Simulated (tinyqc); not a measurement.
Inside a calculation. Model: undoped symmetric double-gate MOSFET, analytic potential model.

Computed by the program tinyqc: `OMP_NUM_THREADS=1 python tinyqc.py 2440134 2440135 out.jsonl`, one thread of a shared Intel Xeon 2.30GHz, about 0.03 s for the whole run. Printed values are rounded.

An undoped body of thickness ts between two equal insulators and tied gates; long channel, electrons only, n = ni exp((psi - V)/Vt) with V the quasi-Fermi potential (0 at the source, Vd at the drain), constant mobility, no quantisation. Across the body psi(x) = V - 2 Vt ln[(ts/(2 beta)) sqrt(q ni/(2 eps0 eps_r Vt)) cos(2 beta x/ts)], x from the centre. Q is the electron charge per area of the whole body.

Inputs (values chosen for the exercise); material values close to those of silicon: temperature T = 300 K; band gap Eg = 1.13 eV; relative permittivity of the semiconductor eps_r = 11.5; conduction-band density of states at T Nc = 2.82e19 cm^-3; valence-band density of states at T Nv = 2.7e19 cm^-3; relative permittivity of the gate insulator eox = 25.7; insulator thickness tox = 7.4 nm; body thickness ts = 8 nm; gate work function less that of the intrinsic body dphi = 0.17 V; gate voltage Vg = 1.37 V.

Constants: q = 1.602176634e-19 C, kB = 1.380649e-23 J/K, Vt = kB T/q, eps0 = 8.8541878128e-14 F/cm where lengths are in cm. Results are converted to the units shown.

Range of the model: The surface density at the source passes 0.3 Nc, where Boltzmann statistics fail.

## Constants of the body

ni = sqrt(Nc Nv) exp(-Eg/(2 Vt)), Eg in volts; r = eps_r tox/(eox ts); V0 = dphi + 2 Vt ln[(2/ts) sqrt(2 eps0 eps_r Vt/(q ni))].

ni = 8.896603e9 cm^-3
r = 0.4139105
V0 = 0.6678383 V

## Iteration 1: beta at the source by Newton steps

beta at the start = 1.2

With V = 0: f = ln(beta) - ln(cos beta) + 2 r beta tan(beta) - (Vg - V0)/(2 Vt); f' = 1/beta + tan(beta) + 2 r [tan(beta) + beta/cos^2(beta)]; beta(new) = beta - f/f'.

f = -9.827830
f' = 13.10035
beta after iteration 1 = 1.950196

## Course of the iteration: beta at the source by Newton steps

Stop when beta changes by less than 1e-11, or after 40 iterations. beta must stay between 0 and pi/2.

Course of the iteration:
```
iteration      beta  |change|
1          1.950196     0.750
```

Stopped after 1 iteration(s) without a result. The last step lands on beta = 1.950, outside the interval from 0 to pi/2 on which the model is defined: f is much steeper near pi/2 than its tangent at the point before. A rerun with the start beta = 1.5 converges in 6 iterations.
